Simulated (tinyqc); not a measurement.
Inside a calculation (part 1 of 2). Method: UHF in the sto-3g basis, for Be+, spin multiplicity 2. Computed by tinyqc, a small Python program that keeps every step (integrals from PySCF). Settings: charge = 1, multiplicity = 2, basis = sto-3g, energy threshold = 1e-10, iteration cap = 82, orthogonalisation = symmetric, start = random, DIIS depth = 0, method = UHF. Command: `OMP_NUM_THREADS=1 python tinyqc.py 24416 24417 out.jsonl` (the two numbers bound the seeds that draw the settings). One thread of a shared host (Intel(R) Xeon(R) Processor @ 2.60GHz), about 0.06 s of CPU time with the checks. Later iterations appear only in the table of the cycle.

## One-electron integrals

Geometry (angstrom):
```
atom       x       y       z
Be    0.0000  0.0000  0.0000
```

Basis sto-3g: exponents (1/bohr^2) and contraction coefficients of normalised primitives:
```
element  l (shell)  exponent  coefficient
Be           s (1)   30.1679       0.1543
Be           s (1)    5.4951       0.5353
Be           s (1)    1.4872       0.4446
Be           s (2)    1.3148      -0.1000
Be           s (2)    0.3055       0.3995
Be           s (2)    0.0994       0.7001
Be           p (3)    1.3148       0.1559
Be           p (3)    0.3055       0.6077
Be           p (3)    0.0994       0.3920
```

Overlap, kinetic and nuclear-attraction integrals over the contracted functions; the nuclear repulsion is the sum of Za Zb / Rab.

nuclear repulsion = 0 hartree

overlap S, order 1Be 1s, 1Be 2s, 1Be 2px, 1Be 2py, 1Be 2pz:
$$\begin{pmatrix}
1.0000 & 0.2595 & 0.0000 & 0.0000 & 0.0000 \\
0.2595 & 1.0000 & 0.0000 & 0.0000 & 0.0000 \\
0.0000 & 0.0000 & 1.0000 & 0.0000 & 0.0000 \\
0.0000 & 0.0000 & 0.0000 & 1.0000 & 0.0000 \\
0.0000 & 0.0000 & 0.0000 & 0.0000 & 1.0000
\end{pmatrix}$$

kinetic energy T (hartree), order 1Be 1s, 1Be 2s, 1Be 2px, 1Be 2py, 1Be 2pz:
$$\begin{pmatrix}
6.6940 & -0.0330 & 0.0000 & 0.0000 & 0.0000 \\
-0.0330 & 0.2111 & 0.0000 & 0.0000 & 0.0000 \\
0.0000 & 0.0000 & 0.6606 & 0.0000 & 0.0000 \\
0.0000 & 0.0000 & 0.0000 & 0.6606 & 0.0000 \\
0.0000 & 0.0000 & 0.0000 & 0.0000 & 0.6606
\end{pmatrix}$$

nuclear attraction V (hartree), order 1Be 1s, 1Be 2s, 1Be 2px, 1Be 2py, 1Be 2pz:
$$\begin{pmatrix}
-14.5611 & -1.8992 & 0.0000 & 0.0000 & 0.0000 \\
-1.8992 & -2.3133 & 0.0000 & 0.0000 & 0.0000 \\
0.0000 & 0.0000 & -2.2947 & 0.0000 & 0.0000 \\
0.0000 & 0.0000 & 0.0000 & -2.2947 & 0.0000 \\
0.0000 & 0.0000 & 0.0000 & 0.0000 & -2.2947
\end{pmatrix}$$

core Hamiltonian H = T + V (hartree), order 1Be 1s, 1Be 2s, 1Be 2px, 1Be 2py, 1Be 2pz:
$$\begin{pmatrix}
-7.8671 & -1.9323 & 0.0000 & 0.0000 & 0.0000 \\
-1.9323 & -2.1022 & 0.0000 & 0.0000 & 0.0000 \\
0.0000 & 0.0000 & -1.6342 & 0.0000 & 0.0000 \\
0.0000 & 0.0000 & 0.0000 & -1.6342 & 0.0000 \\
0.0000 & 0.0000 & 0.0000 & 0.0000 & -1.6342
\end{pmatrix}$$

## Two-electron integrals

Functions are numbered as in S; the eight-fold symmetry (ij|kl) = (ji|kl) = (kl|ij) leaves the list below.

Two-electron integrals (ij|kl) in chemists' order, unique and non-zero (hartree):
```
(11|11) 2.2988   (21|11) 0.3920   (21|21) 0.0795   (22|11) 0.5710
(22|21) 0.1430   (22|22) 0.4177   (31|31) 0.0146   (32|31) 0.0219
(32|32) 0.0923   (33|11) 0.5696   (33|21) 0.1431   (33|22) 0.4176
(33|33) 0.4499   (41|41) 0.0146   (42|41) 0.0219   (42|42) 0.0923
(43|43) 0.0242   (44|11) 0.5696   (44|21) 0.1431   (44|22) 0.4176
(44|33) 0.4014   (44|44) 0.4499   (51|51) 0.0146   (52|51) 0.0219
(52|52) 0.0923   (53|53) 0.0242   (54|54) 0.0242   (55|11) 0.5696
(55|21) 0.1431   (55|22) 0.4176   (55|33) 0.4014   (55|44) 0.4014
(55|55) 0.4499
```

## Orthogonalisation

S = U s U^T; symmetric (Loewdin) form X = U s^(-1/2) U^T, so that X^T S X = 1.

eigenvalues of S: [0.7405, 1.0000, 1.0000, 1.0000, 1.2595]

X, order 1Be 1s, 1Be 2s, 1Be 2px, 1Be 2py, 1Be 2pz:
$$\begin{pmatrix}
1.0266 & -0.1355 & 0.0000 & 0.0000 & 0.0000 \\
-0.1355 & 1.0266 & 0.0000 & 0.0000 & 0.0000 \\
0.0000 & 0.0000 & 1.0000 & 0.0000 & 0.0000 \\
0.0000 & 0.0000 & 0.0000 & 1.0000 & 0.0000 \\
0.0000 & 0.0000 & 0.0000 & 0.0000 & 1.0000
\end{pmatrix}$$

## Starting guess

The start is random orthonormal orbitals; D(s) = C_occ C_occ^T for each spin.

D(alpha) at the start, order 1Be 1s, 1Be 2s, 1Be 2px, 1Be 2py, 1Be 2pz:
$$\begin{pmatrix}
0.2647 & -0.0423 & 0.0817 & 0.3832 & -0.2124 \\
-0.0423 & 0.2902 & 0.4034 & -0.2138 & -0.0459 \\
0.0817 & 0.4034 & 0.6372 & -0.1059 & -0.1828 \\
0.3832 & -0.2138 & -0.1059 & 0.6370 & -0.2645 \\
-0.2124 & -0.0459 & -0.1828 & -0.2645 & 0.1929
\end{pmatrix}$$

D(beta) at the start, order 1Be 1s, 1Be 2s, 1Be 2px, 1Be 2py, 1Be 2pz:
$$\begin{pmatrix}
0.1407 & 0.1142 & 0.2443 & 0.1302 & -0.1514 \\
0.1142 & 0.0927 & 0.1982 & 0.1056 & -0.1228 \\
0.2443 & 0.1982 & 0.4240 & 0.2260 & -0.2628 \\
0.1302 & 0.1056 & 0.2260 & 0.1205 & -0.1401 \\
-0.1514 & -0.1228 & -0.2628 & -0.1401 & 0.1629
\end{pmatrix}$$

## Iteration 1: building the Fock matrix

J_ij = sum D_kl (ij|kl) with D = D(alpha) + D(beta), K_ij = sum D_kl (ik|jl) for each spin; F = H + J - K(s); E = tr D H + tr D J / 2 - 0.5 sum_s tr D(s) K(s) + E_nn.

Coulomb J (hartree), order 1Be 1s, 1Be 2s, 1Be 2px, 1Be 2py, 1Be 2pz:
$$\begin{pmatrix}
2.4454 & 0.5363 & 0.0359 & 0.0103 & -0.0180 \\
0.5363 & 1.3200 & 0.1253 & 0.0025 & -0.0471 \\
0.0359 & 0.1253 & 1.3356 & 0.0058 & -0.0216 \\
0.0103 & 0.0025 & 0.0058 & 1.3208 & -0.0196 \\
-0.0180 & -0.0471 & -0.0216 & -0.0196 & 1.3013
\end{pmatrix}$$

exchange K(alpha) (hartree), order 1Be 1s, 1Be 2s, 1Be 2px, 1Be 2py, 1Be 2pz:
$$\begin{pmatrix}
0.6198 & 0.1499 & 0.1143 & 0.1886 & -0.1316 \\
0.1499 & 0.2655 & 0.2192 & -0.0458 & -0.0584 \\
0.1143 & 0.2192 & 0.3356 & -0.0451 & -0.0778 \\
0.1886 & -0.0458 & -0.0451 & 0.3355 & -0.1126 \\
-0.1316 & -0.0584 & -0.0778 & -0.1126 & 0.1465
\end{pmatrix}$$

exchange K(beta) (hartree), order 1Be 1s, 1Be 2s, 1Be 2px, 1Be 2py, 1Be 2pz:
$$\begin{pmatrix}
0.4307 & 0.1582 & 0.1754 & 0.0935 & -0.1087 \\
0.1582 & 0.1478 & 0.1414 & 0.0753 & -0.0876 \\
0.1754 & 0.1414 & 0.2132 & 0.0962 & -0.1119 \\
0.0935 & 0.0753 & 0.0962 & 0.0840 & -0.0596 \\
-0.1087 & -0.0876 & -0.1119 & -0.0596 & 0.1021
\end{pmatrix}$$

F(alpha) (hartree), order 1Be 1s, 1Be 2s, 1Be 2px, 1Be 2py, 1Be 2pz:
$$\begin{pmatrix}
-6.0415 & -1.5459 & -0.0784 & -0.1783 & 0.1136 \\
-1.5459 & -1.0477 & -0.0939 & 0.0483 & 0.0114 \\
-0.0784 & -0.0939 & -0.6342 & 0.0509 & 0.0562 \\
-0.1783 & 0.0483 & 0.0509 & -0.6488 & 0.0930 \\
0.1136 & 0.0114 & 0.0562 & 0.0930 & -0.4793
\end{pmatrix}$$

F(beta) (hartree), order 1Be 1s, 1Be 2s, 1Be 2px, 1Be 2py, 1Be 2pz:
$$\begin{pmatrix}
-5.8524 & -1.5542 & -0.1395 & -0.0832 & 0.0907 \\
-1.5542 & -0.9300 & -0.0161 & -0.0728 & 0.0406 \\
-0.1395 & -0.0161 & -0.5118 & -0.0904 & 0.0902 \\
-0.0832 & -0.0728 & -0.0904 & -0.3974 & 0.0400 \\
0.0907 & 0.0406 & 0.0902 & 0.0400 & -0.4349
\end{pmatrix}$$

total energy of this density = -6.365941 hartree

## Iteration 1: diagonalisation and new density

Diagonalise F' = X^T F X, C = X C', fill 2 alpha and 1 beta electrons from the bottom; D(s) = C_occ C_occ^T. Each column has its largest component positive (the first on a tie).

F' = X^T F X (alpha) (hartree):
$$\begin{pmatrix}
-5.9559 & -0.6712 & -0.0678 & -0.1896 & 0.1151 \\
-0.6712 & -0.7849 & -0.0857 & 0.0737 & -0.0037 \\
-0.0678 & -0.0857 & -0.6342 & 0.0509 & 0.0562 \\
-0.1896 & 0.0737 & 0.0509 & -0.6488 & 0.0930 \\
0.1151 & -0.0037 & 0.0562 & 0.0930 & -0.4793
\end{pmatrix}$$

orbital energies (alpha) (hartree): MO1 -6.0511, MO2 -0.8232, MO3 -0.6416, MO4 -0.5727, MO5 -0.4144

coefficients C (alpha), order 1Be 1s, 1Be 2s, 1Be 2px, 1Be 2py, 1Be 2pz:
$$\begin{pmatrix}
1.0004 & -0.1720 & -0.0576 & -0.1964 & 0.0000 \\
-0.0049 & 0.7346 & 0.0795 & 0.7255 & 0.0000 \\
0.0143 & 0.4096 & 0.7014 & -0.4915 & 0.3138 \\
0.0333 & -0.5612 & 0.5040 & 0.5132 & 0.4082 \\
-0.0211 & 0.1173 & -0.4967 & -0.0644 & 0.8573
\end{pmatrix}$$

F' = X^T F X (beta) (hartree):
$$\begin{pmatrix}
-5.7522 & -0.7228 & -0.1411 & -0.0756 & 0.0876 \\
-0.7228 & -0.6551 & 0.0024 & -0.0635 & 0.0293 \\
-0.1411 & 0.0024 & -0.5118 & -0.0904 & 0.0902 \\
-0.0756 & -0.0635 & -0.0904 & -0.3974 & 0.0400 \\
0.0876 & 0.0293 & 0.0902 & 0.0400 & -0.4349
\end{pmatrix}$$

orbital energies (beta) (hartree): MO1 -5.8593, MO2 -0.6122, MO3 -0.5661, MO4 -0.3828, MO5 -0.3309

coefficients C (beta), order 1Be 1s, 1Be 2s, 1Be 2px, 1Be 2py, 1Be 2pz:
$$\begin{pmatrix}
0.9975 & -0.1085 & -0.2470 & 0.0000 & 0.0673 \\
0.0073 & 0.2790 & 0.9626 & 0.0000 & -0.2603 \\
0.0266 & 0.7141 & -0.3477 & 0.3138 & -0.5196 \\
0.0159 & 0.4406 & 0.0871 & 0.4082 & 0.7946 \\
-0.0173 & -0.4712 & 0.0858 & 0.8573 & -0.1882
\end{pmatrix}$$

D(alpha) after iteration 1, order 1Be 1s, 1Be 2s, 1Be 2px, 1Be 2py, 1Be 2pz:
$$\begin{pmatrix}
1.0303 & -0.1312 & -0.0561 & 0.1298 & -0.0413 \\
-0.1312 & 0.5396 & 0.3008 & -0.4124 & 0.0863 \\
-0.0561 & 0.3008 & 0.1679 & -0.2294 & 0.0477 \\
0.1298 & -0.4124 & -0.2294 & 0.3160 & -0.0665 \\
-0.0413 & 0.0863 & 0.0477 & -0.0665 & 0.0142
\end{pmatrix}$$

D(beta) after iteration 1, order 1Be 1s, 1Be 2s, 1Be 2px, 1Be 2py, 1Be 2pz:
$$\begin{pmatrix}
0.9949 & 0.0072 & 0.0265 & 0.0158 & -0.0172 \\
0.0072 & 0.0001 & 0.0002 & 0.0001 & -0.0001 \\
0.0265 & 0.0002 & 0.0007 & 0.0004 & -0.0005 \\
0.0158 & 0.0001 & 0.0004 & 0.0003 & -0.0003 \\
-0.0172 & -0.0001 & -0.0005 & -0.0003 & 0.0003
\end{pmatrix}$$

## Iteration 2: building the Fock matrix

As before.

Coulomb J (hartree), order 1Be 1s, 1Be 2s, 1Be 2px, 1Be 2py, 1Be 2pz:
$$\begin{pmatrix}
5.1511 & 0.9229 & 0.0123 & -0.0138 & 0.0021 \\
0.9229 & 1.5549 & 0.0542 & -0.0697 & 0.0133 \\
0.0123 & 0.0542 & 1.5521 & -0.0111 & 0.0023 \\
-0.0138 & -0.0697 & -0.0111 & 1.5592 & -0.0032 \\
0.0021 & 0.0133 & 0.0023 & -0.0032 & 1.5446
\end{pmatrix}$$

exchange K(alpha) (hartree), order 1Be 1s, 1Be 2s, 1Be 2px, 1Be 2py, 1Be 2pz:
$$\begin{pmatrix}
2.3159 & 0.4067 & 0.0168 & 0.0078 & -0.0099 \\
0.4067 & 0.3158 & 0.1441 & -0.1888 & 0.0372 \\
0.0168 & 0.1441 & 0.1427 & -0.0976 & 0.0203 \\
0.0078 & -0.1888 & -0.0976 & 0.2057 & -0.0283 \\
-0.0099 & 0.0372 & 0.0203 & -0.0283 & 0.0772
\end{pmatrix}$$

exchange K(beta) (hartree), order 1Be 1s, 1Be 2s, 1Be 2px, 1Be 2py, 1Be 2pz:
$$\begin{pmatrix}
2.2929 & 0.3948 & 0.0155 & 0.0093 & -0.0101 \\
0.3948 & 0.0813 & 0.0045 & 0.0027 & -0.0029 \\
0.0155 & 0.0045 & 0.0152 & 0.0002 & -0.0002 \\
0.0093 & 0.0027 & 0.0002 & 0.0150 & -0.0001 \\
-0.0101 & -0.0029 & -0.0002 & -0.0001 & 0.0150
\end{pmatrix}$$

F(alpha) (hartree), order 1Be 1s, 1Be 2s, 1Be 2px, 1Be 2py, 1Be 2pz:
$$\begin{pmatrix}
-5.0319 & -1.4160 & -0.0045 & -0.0216 & 0.0119 \\
-1.4160 & -0.8630 & -0.0899 & 0.1191 & -0.0238 \\
-0.0045 & -0.0899 & -0.2248 & 0.0865 & -0.0180 \\
-0.0216 & 0.1191 & 0.0865 & -0.2806 & 0.0251 \\
0.0119 & -0.0238 & -0.0180 & 0.0251 & -0.1668
\end{pmatrix}$$

F(beta) (hartree), order 1Be 1s, 1Be 2s, 1Be 2px, 1Be 2py, 1Be 2pz:
$$\begin{pmatrix}
-5.0089 & -1.4041 & -0.0032 & -0.0231 & 0.0122 \\
-1.4041 & -0.6286 & 0.0498 & -0.0724 & 0.0162 \\
-0.0032 & 0.0498 & -0.0973 & -0.0113 & 0.0025 \\
-0.0231 & -0.0724 & -0.0113 & -0.0899 & -0.0031 \\
0.0122 & 0.0162 & 0.0025 & -0.0031 & -0.1046
\end{pmatrix}$$

total energy of this density = -14.012184 hartree

## Iteration 2: diagonalisation and new density

As before.

F' = X^T F X (alpha) (hartree):
$$\begin{pmatrix}
-4.9246 & -0.6981 & 0.0075 & -0.0383 & 0.0155 \\
-0.6981 & -0.6079 & -0.0916 & 0.1252 & -0.0261 \\
0.0075 & -0.0916 & -0.2248 & 0.0865 & -0.0180 \\
-0.0383 & 0.1252 & 0.0865 & -0.2806 & 0.0251 \\
0.0155 & -0.0261 & -0.0180 & 0.0251 & -0.1668
\end{pmatrix}$$

orbital energies (alpha) (hartree): MO1 -5.0348, MO2 -0.6010, MO3 -0.2457, MO4 -0.1618, MO5 -0.1615

coefficients C (alpha), order 1Be 1s, 1Be 2s, 1Be 2px, 1Be 2py, 1Be 2pz:
$$\begin{pmatrix}
0.9929 & -0.2460 & -0.1604 & -0.0076 & 0.0000 \\
0.0259 & 0.8721 & 0.5575 & 0.0132 & 0.0000 \\
0.0013 & 0.3090 & -0.5011 & 0.7450 & 0.3138 \\
0.0038 & -0.4316 & 0.6642 & 0.4538 & 0.4082 \\
-0.0023 & 0.0924 & -0.1328 & -0.4887 & 0.8573
\end{pmatrix}$$

F' = X^T F X (beta) (hartree):
$$\begin{pmatrix}
-4.8994 & -0.7212 & -0.0101 & -0.0139 & 0.0103 \\
-0.7212 & -0.3637 & 0.0515 & -0.0712 & 0.0150 \\
-0.0101 & 0.0515 & -0.0973 & -0.0113 & 0.0025 \\
-0.0139 & -0.0712 & -0.0113 & -0.0899 & -0.0031 \\
0.0103 & 0.0150 & 0.0025 & -0.0031 & -0.1046
\end{pmatrix}$$

orbital energies (beta) (hartree): MO1 -5.0115, MO2 -0.2884, MO3 -0.1055, MO4 -0.1052, MO5 -0.0445

coefficients C (beta), order 1Be 1s, 1Be 2s, 1Be 2px, 1Be 2py, 1Be 2pz:
$$\begin{pmatrix}
0.9936 & -0.2702 & -0.0057 & 0.0000 & 0.1090 \\
0.0236 & 0.9545 & 0.0065 & 0.0000 & -0.4008 \\
0.0004 & -0.2345 & 0.7402 & 0.3138 & -0.5465 \\
0.0050 & 0.3024 & 0.4603 & 0.4082 & 0.7280 \\
-0.0025 & -0.0582 & -0.4901 & 0.8573 & -0.1466
\end{pmatrix}$$

D(alpha) after iteration 2, order 1Be 1s, 1Be 2s, 1Be 2px, 1Be 2py, 1Be 2pz:
$$\begin{pmatrix}
1.0464 & -0.1887 & -0.0747 & 0.1100 & -0.0250 \\
-0.1887 & 0.7612 & 0.2695 & -0.3763 & 0.0805 \\
-0.0747 & 0.2695 & 0.0955 & -0.1334 & 0.0285 \\
0.1100 & -0.3763 & -0.1334 & 0.1863 & -0.0399 \\
-0.0250 & 0.0805 & 0.0285 & -0.0399 & 0.0085
\end{pmatrix}$$

D(beta) after iteration 2, order 1Be 1s, 1Be 2s, 1Be 2px, 1Be 2py, 1Be 2pz:
$$\begin{pmatrix}
0.9873 & 0.0234 & 0.0004 & 0.0050 & -0.0025 \\
0.0234 & 0.0006 & 0.0000 & 0.0001 & -0.0001 \\
0.0004 & 0.0000 & 0.0000 & 0.0000 & 0.0000 \\
0.0050 & 0.0001 & 0.0000 & 0.0000 & 0.0000 \\
-0.0025 & -0.0001 & 0.0000 & 0.0000 & 0.0000
\end{pmatrix}$$

## Iteration 3: building the Fock matrix

As before.

Coulomb J (hartree), order 1Be 1s, 1Be 2s, 1Be 2px, 1Be 2py, 1Be 2pz:
$$\begin{pmatrix}
5.1458 & 0.9215 & 0.0096 & -0.0131 & 0.0027 \\
0.9215 & 1.5533 & 0.0465 & -0.0644 & 0.0136 \\
0.0096 & 0.0465 & 1.5503 & -0.0065 & 0.0014 \\
-0.0131 & -0.0644 & -0.0065 & 1.5547 & -0.0019 \\
0.0027 & 0.0136 & 0.0014 & -0.0019 & 1.5461
\end{pmatrix}$$

exchange K(alpha) (hartree), order 1Be 1s, 1Be 2s, 1Be 2px, 1Be 2py, 1Be 2pz:
$$\begin{pmatrix}
2.3224 & 0.4027 & 0.0008 & 0.0022 & -0.0013 \\
0.4027 & 0.3740 & 0.1251 & -0.1737 & 0.0369 \\
0.0008 & 0.1251 & 0.1249 & -0.0568 & 0.0122 \\
0.0022 & -0.1737 & -0.0568 & 0.1636 & -0.0170 \\
-0.0013 & 0.0369 & 0.0122 & -0.0170 & 0.0879
\end{pmatrix}$$

exchange K(beta) (hartree), order 1Be 1s, 1Be 2s, 1Be 2px, 1Be 2py, 1Be 2pz:
$$\begin{pmatrix}
2.2879 & 0.4024 & 0.0002 & 0.0029 & -0.0015 \\
0.4024 & 0.0855 & 0.0001 & 0.0009 & -0.0004 \\
0.0002 & 0.0001 & 0.0155 & 0.0000 & 0.0000 \\
0.0029 & 0.0009 & 0.0000 & 0.0155 & 0.0000 \\
-0.0015 & -0.0004 & 0.0000 & 0.0000 & 0.0155
\end{pmatrix}$$

F(alpha) (hartree), order 1Be 1s, 1Be 2s, 1Be 2px, 1Be 2py, 1Be 2pz:
$$\begin{pmatrix}
-5.0437 & -1.4135 & 0.0088 & -0.0153 & 0.0041 \\
-1.4135 & -0.9228 & -0.0786 & 0.1093 & -0.0233 \\
0.0088 & -0.0786 & -0.2088 & 0.0503 & -0.0108 \\
-0.0153 & 0.1093 & 0.0503 & -0.2430 & 0.0150 \\
0.0041 & -0.0233 & -0.0108 & 0.0150 & -0.1760
\end{pmatrix}$$

F(beta) (hartree), order 1Be 1s, 1Be 2s, 1Be 2px, 1Be 2py, 1Be 2pz:
$$\begin{pmatrix}
-5.0092 & -1.4131 & 0.0094 & -0.0160 & 0.0042 \\
-1.4131 & -0.6343 & 0.0464 & -0.0653 & 0.0141 \\
0.0094 & 0.0464 & -0.0993 & -0.0065 & 0.0014 \\
-0.0160 & -0.0653 & -0.0065 & -0.0950 & -0.0019 \\
0.0042 & 0.0141 & 0.0014 & -0.0019 & -0.1036
\end{pmatrix}$$

total energy of this density = -14.055153 hartree

## Iteration 3: diagonalisation and new density

As before.

F' = X^T F X (alpha) (hartree):
$$\begin{pmatrix}
-4.9389 & -0.6854 & 0.0197 & -0.0305 & 0.0073 \\
-0.6854 & -0.6718 & -0.0819 & 0.1143 & -0.0244 \\
0.0197 & -0.0819 & -0.2088 & 0.0503 & -0.0108 \\
-0.0305 & 0.1143 & 0.0503 & -0.2430 & 0.0150 \\
0.0073 & -0.0244 & -0.0108 & 0.0150 & -0.1760
\end{pmatrix}$$

orbital energies (alpha) (hartree): MO1 -5.0463, MO2 -0.6269, MO3 -0.2197, MO4 -0.1728, MO5 -0.1728

coefficients C (alpha), order 1Be 1s, 1Be 2s, 1Be 2px, 1Be 2py, 1Be 2pz:
$$\begin{pmatrix}
0.9932 & -0.2681 & -0.1174 & -0.0008 & 0.0000 \\
0.0249 & 0.9525 & 0.4054 & 0.0014 & 0.0000 \\
-0.0014 & 0.2242 & -0.5294 & 0.7557 & 0.3138 \\
0.0026 & -0.3140 & 0.7360 & 0.4393 & 0.4082 \\
-0.0007 & 0.0674 & -0.1567 & -0.4858 & 0.8573
\end{pmatrix}$$

F' = X^T F X (beta) (hartree):
$$\begin{pmatrix}
-4.8974 & -0.7300 & 0.0033 & -0.0076 & 0.0024 \\
-0.7300 & -0.3672 & 0.0464 & -0.0648 & 0.0139 \\
0.0033 & 0.0464 & -0.0993 & -0.0065 & 0.0014 \\
-0.0076 & -0.0648 & -0.0065 & -0.0950 & -0.0019 \\
0.0024 & 0.0139 & 0.0014 & -0.0019 & -0.1036
\end{pmatrix}$$

orbital energies (beta) (hartree): MO1 -5.0122, MO2 -0.2843, MO3 -0.1040, MO4 -0.1040, MO5 -0.0580

coefficients C (beta), order 1Be 1s, 1Be 2s, 1Be 2px, 1Be 2py, 1Be 2pz:
$$\begin{pmatrix}
0.9931 & -0.2735 & -0.0005 & 0.0000 & 0.1060 \\
0.0256 & 0.9597 & 0.0005 & 0.0000 & -0.3881 \\
-0.0021 & -0.2160 & 0.7553 & 0.3138 & -0.5333 \\
0.0036 & 0.2996 & 0.4399 & 0.4082 & 0.7417 \\
-0.0009 & -0.0636 & -0.4859 & 0.8573 & -0.1579
\end{pmatrix}$$

D(alpha) after iteration 3, order 1Be 1s, 1Be 2s, 1Be 2px, 1Be 2py, 1Be 2pz:
$$\begin{pmatrix}
1.0584 & -0.2307 & -0.0615 & 0.0868 & -0.0188 \\
-0.2307 & 0.9079 & 0.2136 & -0.2990 & 0.0642 \\
-0.0615 & 0.2136 & 0.0503 & -0.0704 & 0.0151 \\
0.0868 & -0.2990 & -0.0704 & 0.0986 & -0.0212 \\
-0.0188 & 0.0642 & 0.0151 & -0.0212 & 0.0045
\end{pmatrix}$$

D(beta) after iteration 3, order 1Be 1s, 1Be 2s, 1Be 2px, 1Be 2py, 1Be 2pz:
$$\begin{pmatrix}
0.9862 & 0.0254 & -0.0021 & 0.0035 & -0.0009 \\
0.0254 & 0.0007 & -0.0001 & 0.0001 & 0.0000 \\
-0.0021 & -0.0001 & 0.0000 & 0.0000 & 0.0000 \\
0.0035 & 0.0001 & 0.0000 & 0.0000 & 0.0000 \\
-0.0009 & 0.0000 & 0.0000 & 0.0000 & 0.0000
\end{pmatrix}$$

Within a degenerate level the vectors are fixed only up to a rotation; this is one choice.

## Iteration 31 (converged): orbitals

converged F(alpha) (hartree), order 1Be 1s, 1Be 2s, 1Be 2px, 1Be 2py, 1Be 2pz:
$$\begin{pmatrix}
-5.0531 & -1.4048 & 0.0000 & 0.0000 & 0.0000 \\
-1.4048 & -1.0046 & 0.0000 & 0.0000 & 0.0000 \\
0.0000 & 0.0000 & -0.1885 & 0.0000 & 0.0000 \\
0.0000 & 0.0000 & 0.0000 & -0.1885 & 0.0000 \\
0.0000 & 0.0000 & 0.0000 & 0.0000 & -0.1885
\end{pmatrix}$$

converged F(beta) (hartree), order 1Be 1s, 1Be 2s, 1Be 2px, 1Be 2py, 1Be 2pz:
$$\begin{pmatrix}
-5.0079 & -1.4156 & 0.0000 & 0.0000 & 0.0000 \\
-1.4156 & -0.6372 & 0.0000 & 0.0000 & 0.0000 \\
0.0000 & 0.0000 & -0.1017 & 0.0000 & 0.0000 \\
0.0000 & 0.0000 & 0.0000 & -0.1017 & 0.0000 \\
0.0000 & 0.0000 & 0.0000 & 0.0000 & -0.1017
\end{pmatrix}$$

As before.

F' = X^T F X (alpha) (hartree):
$$\begin{pmatrix}
-4.9528 & -0.6634 & 0.0000 & 0.0000 & 0.0000 \\
-0.6634 & -0.7606 & 0.0000 & 0.0000 & 0.0000 \\
0.0000 & 0.0000 & -0.1885 & 0.0000 & 0.0000 \\
0.0000 & 0.0000 & 0.0000 & -0.1885 & 0.0000 \\
0.0000 & 0.0000 & 0.0000 & 0.0000 & -0.1885
\end{pmatrix}$$

orbital energies (alpha) (hartree): MO1 -5.0553, MO2 -0.6581, MO3 -0.1885, MO4 -0.1885, MO5 -0.1885

coefficients C (alpha), order 1Be 1s, 1Be 2s, 1Be 2px, 1Be 2py, 1Be 2pz:
$$\begin{pmatrix}
0.9938 & -0.2907 & 0.0000 & 0.0000 & 0.0000 \\
0.0228 & 1.0352 & 0.0000 & 0.0000 & 0.0000 \\
0.0000 & 0.0000 & -0.5723 & 0.7992 & -0.1837 \\
0.0000 & 0.0000 & 0.8017 & 0.5924 & 0.0794 \\
0.0000 & 0.0000 & -0.1723 & 0.1018 & 0.9798
\end{pmatrix}$$

F' = X^T F X (beta) (hartree):
$$\begin{pmatrix}
-4.8954 & -0.7324 & 0.0000 & 0.0000 & 0.0000 \\
-0.7324 & -0.3696 & 0.0000 & 0.0000 & 0.0000 \\
0.0000 & 0.0000 & -0.1017 & 0.0000 & 0.0000 \\
0.0000 & 0.0000 & 0.0000 & -0.1017 & 0.0000 \\
0.0000 & 0.0000 & 0.0000 & 0.0000 & -0.1017
\end{pmatrix}$$

orbital energies (beta) (hartree): MO1 -5.0109, MO2 -0.2540, MO3 -0.1017, MO4 -0.1017, MO5 -0.1017

coefficients C (beta), order 1Be 1s, 1Be 2s, 1Be 2px, 1Be 2py, 1Be 2pz:
$$\begin{pmatrix}
0.9929 & -0.2939 & 0.0000 & 0.0000 & 0.0000 \\
0.0261 & 1.0351 & 0.0000 & 0.0000 & 0.0000 \\
0.0000 & 0.0000 & 0.8196 & 0.0276 & -0.5723 \\
0.0000 & 0.0000 & 0.5522 & 0.2288 & 0.8017 \\
0.0000 & 0.0000 & -0.1530 & 0.9731 & -0.1723
\end{pmatrix}$$

D(alpha) after iteration 31, order 1Be 1s, 1Be 2s, 1Be 2px, 1Be 2py, 1Be 2pz:
$$\begin{pmatrix}
1.0722 & -0.2783 & 0.0000 & 0.0000 & 0.0000 \\
-0.2783 & 1.0722 & 0.0000 & 0.0000 & 0.0000 \\
0.0000 & 0.0000 & 0.0000 & 0.0000 & 0.0000 \\
0.0000 & 0.0000 & 0.0000 & 0.0000 & 0.0000 \\
0.0000 & 0.0000 & 0.0000 & 0.0000 & 0.0000
\end{pmatrix}$$

D(beta) after iteration 31, order 1Be 1s, 1Be 2s, 1Be 2px, 1Be 2py, 1Be 2pz:
$$\begin{pmatrix}
0.9858 & 0.0260 & 0.0000 & 0.0000 & 0.0000 \\
0.0260 & 0.0007 & 0.0000 & 0.0000 & 0.0000 \\
0.0000 & 0.0000 & 0.0000 & 0.0000 & 0.0000 \\
0.0000 & 0.0000 & 0.0000 & 0.0000 & 0.0000 \\
0.0000 & 0.0000 & 0.0000 & 0.0000 & 0.0000
\end{pmatrix}$$

Within a degenerate level the vectors are fixed only up to a rotation; this is one choice.
